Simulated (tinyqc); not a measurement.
# Changing the normal-process factor f_N

Model: Debye-Callaway model of lattice thermal conductivity. Computed by tinyqc, a small Python program. Command: `OMP_NUM_THREADS=1 python tinyqc.py 3027104 3027105 out.jsonl callaway sweep`. One thread of a shared host (Intel(R) Xeon(R) Processor @ 2.30GHz), about 0.02 s of CPU time with the checks.

Three acoustic branches with one velocity v, cut at omega_D = k_B Theta/hbar; x = hbar omega/(k_B T). v and Theta are separate inputs: Theta cuts off the heat-carrying modes, so C need not reach 3 k_B/V. gamma is an effective value that sets the umklapp rate.

Inputs (values chosen for the exercise, modelled on boron arsenide):
```
quantity                                value        unit
sound velocity v                         5440         m/s
Debye temperature Theta                   671           K
volume per atom V                        13.6  angstrom^3
mean atomic mass M                       42.9           u
effective Grueneisen parameter gamma    0.898           -
umklapp exponent divisor b                2.5           -
mass variance Gamma                   3.6e-05           -
Casimir length L                          400  micrometre
temperature T                              77           K
```

Sample: crystal. Point defects: isotopes. Normal processes: included.

Constants: k_B = 1.380649e-23 J/K; hbar = 1.054571817e-34 J s; u = 1.6605390666e-27 kg.

Method:
- Gamma is given directly by the isotope mixture. A = V Gamma/(4 pi v^3).
- Rates: point defects A omega^4; umklapp B omega^2 T exp(-Theta/(b T)) with B = hbar gamma^2/(M v^2 Theta); normal processes f_N B omega^2 T (T/Theta)^2. Boundaries: v/L.
- kappa_1 = c int tau_C g dx, g = x^4 e^x/(e^x - 1)^2, c = (k_B/(2 pi^2 v)) (k_B T/hbar)^3, over 0 < x < min(Theta/T, 40), by 96 Gauss-Legendre points in s with x = x_max s^2; 1/tau_C = 1/tau_R + 1/tau_N; kappa_2 = c [int (tau_C/tau_N) g dx]^2 / int (tau_C/(tau_N tau_R)) g dx; kappa = kappa_1 + kappa_2.
- Heat capacity C = 3 c int g dx / v^2; grey free path 3 kappa/(C v); the median free path v tau_C halves kappa_1 when the quadrature points are ordered by free path (each counted at half its weight, interpolated in the logarithm); likewise at 10 % and 90 %.

One run for each value:
```
normal-process factor f_N  kappa (W/(m K))  kappa_1 (W/(m K))  kappa_2 (W/(m K))
0.03                                 10309              10300                  9
0.09                                 10214              10189                 26
0.3                                   9900               9817                 82
0.9                                   9120               8901                220
3                                     7282               6752                530
9                                     4957               4067                890
30                                    2906               1748               1158
90                                    1938                679               1259
300                                   1514                219               1295
```

What does the table show, and why?

Over the rows, kappa (W/(m K)) falls from 10300 to 1510 (exponent d ln y / d ln x -0.0084 between the first rows and -0.20 between the last); kappa_1 (W/(m K)) falls from 10300 to 219 (exponent d ln y / d ln x -0.0099 between the first rows and -0.94 between the last); kappa_2 (W/(m K)) rises from 8.69 to 1300 (exponent d ln y / d ln x 0.99 between the first rows and 0.024 between the last). Normal processes conserve momentum: kappa_1 falls as they are added to the rate, and kappa_2 restores part of it (86 % of kappa in the last row). They lower kappa only by handing momentum to modes that scatter resistively.
